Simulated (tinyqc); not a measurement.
From results back to parameters: two-band tight binding of a puckered layer. Three cases, with inputs chosen for the exercise.

Problem. In the two-band model of a puckered layer with hoppings t1 to t5, along y the masses are c/(gy + ey) for electrons and c/(gy - ey) for holes, with gy = -ay^2 (t1 + t3)/4, ey = -t4 ay^2/2, c = hbar^2/2m0; the gap is 2 (t2 + 2 t1 + 2 t3 + t5). The values below come from hidden hoppings.

Constants: hbar^2/2m0 = 3.80998211 eV angstrom^2.

Case 1.

Values chosen (out of a larger set: near a published set for monolayer black phosphorus; not measured data): ay = 3.27 angstrom (period along y (zigzag)).

masses along y (m0): electron 0.879777, hole 1.187698

gap = 1.6560 eV

Case 2.

Values chosen (out of a larger set: near a published set for monolayer black phosphorus; not measured data): ay = 3.35 angstrom (period along y (zigzag)).

masses along y (m0): electron 0.827532, hole 1.115842

gap = 1.4080 eV

Case 3.

Values chosen (out of a larger set: near a published set for monolayer black phosphorus; not measured data): ay = 3.31 angstrom (period along y (zigzag)).

masses along y (m0): electron 0.845592, hole 1.169890

gap = 1.5760 eV

Find: t1 + t3, t4, t2 + t5.

Solution. The mean of c/m gives gy and half the difference ey; the gap then gives t2 + t5.

Case 1.

t1 + t3, t4, t2 + t5 (eV): -1.410  -0.105  3.648

Case 2.

t1 + t3, t4, t2 + t5 (eV): -1.429  -0.106  3.562

Case 3.

t1 + t3, t4, t2 + t5 (eV): -1.417  -0.114  3.622

Computed by tinyqc, one run a case: `OMP_NUM_THREADS=1 python tinyqc.py N N+1 out.jsonl` with N = 1451066, 1451321, 1451616; one thread of a shared Intel(R) Xeon(R) Processor @ 2.30GHz, about 0.01 s a run at most.
